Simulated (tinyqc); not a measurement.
Inside a calculation. Method: plane-wave Kohn-Sham cycle with exchange-only LDA in a layered model solid. One step of it, computed by the program tinyqc.

Task: Iteration 1: levels at that k. Diagonalise the Hermitian matrix.

H (hartree), lower triangle:
```
           -3         -2         -1         +0         +1         +2        +3
-3   9.808036
-2  -0.220000   4.213022
-1   0.000000  -0.220000   0.856014
+0   0.000000   0.000000  -0.220000  -0.262989
+1   0.000000   0.000000   0.000000  -0.220000   0.856014
+2   0.000000   0.000000   0.000000   0.000000  -0.220000   4.213022
+3   0.000000   0.000000   0.000000   0.000000   0.000000  -0.220000  9.808036
```

Give: eigenvalues.

Result:

eigenvalues (hartree): -0.3444  0.8416  0.9229  4.2188  4.2188  9.8167  9.8167
